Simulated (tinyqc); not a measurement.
Quasiparticle equation with a plasmon-pole self-energy for two band edges: one step. Solving the equation for the conduction edge. Two cases, with inputs chosen for the exercise.

Problem. Newton steps on f(E) = E - ec - Xc - Sc(E) from E = ec; the first step is the linearised result.

For each edge E = e + X + Sc(E), with the correlation part Sc(E) = A[0]/(E - a + w) + A[1]/(E - b - w); a and b are the valence and conduction energies that enter the Green function (a = ev, b = ec in the one-shot scheme). Z = 1/(1 - dSc/dE), dSc/dE = -A[0]/(E - a + w)^2 - A[1]/(E - b - w)^2.

Case 1.

Values chosen (scales of the order of those of HfO2; shifted at random, so the results belong to these values and not to a real crystal):
- ev = 0 eV (mean-field valence top)
- ec = 3.94 eV (mean-field conduction edge)
- w = 14.4 eV (pole energy)
- Av = (35, 13.1) eV^2 (weights of the valence state on the hole and electron poles)
- Ac = (12.6, 33.6) eV^2 (the same for the conduction state)
- Xv = -2.91 eV (exchange minus the mean-field potential, valence)
- Xc = 2.54 eV (the same, conduction)

Case 2.

Values chosen (scales of the order of those of HfO2; shifted at random, so the results belong to these values and not to a real crystal):
- ev = 0 eV (mean-field valence top)
- ec = 4.26 eV (mean-field conduction edge)
- w = 15 eV (pole energy)
- Av = (25.8, 9.9) eV^2 (weights of the valence state on the hole and electron poles)
- Ac = (11.1, 25.8) eV^2 (the same for the conduction state)
- Xv = -1.92 eV (exchange minus the mean-field potential, valence)
- Xc = 2.35 eV (the same, conduction)

Give: Iterates.

Solution.

Case 1.

Iterates:
```
step   E (eV)   Sc (eV)     f (eV)
0     3.94000  -1.64631  -0.893690
1     4.68505  -1.80044   0.005498
2     4.68053  -1.79947   0.000000
3     4.68053  -1.79947   0.000000
```

The linearisation errs by +4.5 meV, as the shift is only 0.051 of the pole energy.

Case 2.

Iterates:
```
step   E (eV)   Sc (eV)     f (eV)
0     4.26000  -1.14368  -1.206324
1     5.31394  -1.30356   0.007497
2     5.30747  -1.30253   0.000000
3     5.30747  -1.30253   0.000000
```

The linearisation errs by +6.5 meV, as the shift is only 0.070 of the pole energy.

Computed by tinyqc, one run a case: `OMP_NUM_THREADS=1 python tinyqc.py N N+1 out.jsonl` with N = 1850594, 1850677; one thread of a shared Intel(R) Xeon(R) Processor @ 2.30GHz, about 0.02 s a run at most.
